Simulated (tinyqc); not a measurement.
Sublattice potential against complex hopping: Haldane model. Computed by the program tinyqc. H_AA = delta - 2 t2 sum cos(k.b + phi), H_BB = -delta - 2 t2 sum cos(k.b - phi), H_AB = -t1 (1 + exp(-i k.a1) + exp(-i k.a2)), b = a1, a2 - a1, -a2, m = 3 sqrt3 t2 sin(phi); the sign of the Chern number follows the orientation k1 then k2.

Honeycomb lattice:
```
parameter      value
t1 (eV)     1.950000
t2 (eV)     0.390000
phi (rad)  -1.260000
```

Gaps at the two valleys (eV) and Chern number of the lower band (12 x 12 mesh):
```
delta    gap 2|delta - m|  gap 2|delta + m|  Chern number
-3.4730            3.0872           10.8048             0
-2.5080            1.1572            8.8748             0
-1.1580            1.5428            6.1748             1
0.0000             3.8588            3.8588             1
0.7720             5.4028            2.3148             1
1.4470             6.7528            0.9648             1
2.4120             8.6828            0.9652             0
3.8590            11.5768            3.8592             0
```

What does the comparison show, and why?

Here |m| = 1.9294 eV. For |delta| < |m| the two valleys have masses of opposite sign and the Chern number is +/-1; one gap closes at |delta| = |m|, and beyond it the band is trivial.
